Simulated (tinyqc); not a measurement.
First phase against the interface composition: thermodynamics of metal silicides: hull, first phase, silicon consumed, nucleation and stability against SiO2. Computed by tinyqc, a small Python program. Command: `OMP_NUM_THREADS=1 python tinyqc.py 3011655 3011656 out.jsonl silphase walk`. One thread of a shared host (Intel(R) Xeon(R) Processor @ 2.30GHz), about 0.01 s of CPU time with the checks.

Entropies of formation of the solids are neglected, so heats stand for free energies. Si fractions: M5Si3 0.3750, MSi 0.5000, MSi2 0.6667.

Inputs (values chosen for the exercise, of the order of those of titanium silicides for heats and volumes only): heat of formation of M5Si3 = -72 kJ/mol atoms; heat of formation of MSi = -67.3 kJ/mol atoms; heat of formation of MSi2 = -49.2 kJ/mol atoms.

Phases: M5Si3, MSi, MSi2.

Method. Effective heat of formation: at the interface the mixture has the Si fraction x_e; the limiting element scales the heat, H_eff = H x_e/x if x_e < x, H (1 - x_e)/(1 - x) otherwise. The rule names the most negative as the first phase; its restriction to congruently melting phases is left out here.

H_eff (kJ/mol atoms):

| x_e | M5Si3 | MSi | MSi2 | first phase |
|---|---|---|---|---|
| 0.10 | -19.200 | -13.460 | -7.380 | M5Si3 |
| 0.20 | -38.400 | -26.920 | -14.760 | M5Si3 |
| 0.30 | -57.600 | -40.380 | -22.140 | M5Si3 |
| 0.36 | -69.120 | -48.456 | -26.568 | M5Si3 |
| 0.42 | -66.816 | -56.532 | -30.996 | M5Si3 |
| 0.48 | -59.904 | -64.608 | -35.424 | MSi |
| 0.54 | -52.992 | -61.916 | -39.852 | MSi |
| 0.60 | -46.080 | -53.840 | -44.280 | MSi |
| 0.66 | -39.168 | -45.764 | -48.708 | MSi2 |
| 0.75 | -28.800 | -33.650 | -36.900 | MSi2 |

What follows from these numbers?

Each phase is a triangle with its apex at its own composition. In order of x_e the first phase is M5Si3, then MSi, then MSi2. On either side of all three the ranking is that of H/x (Si-poor) or H/(1 - x) (Si-rich).
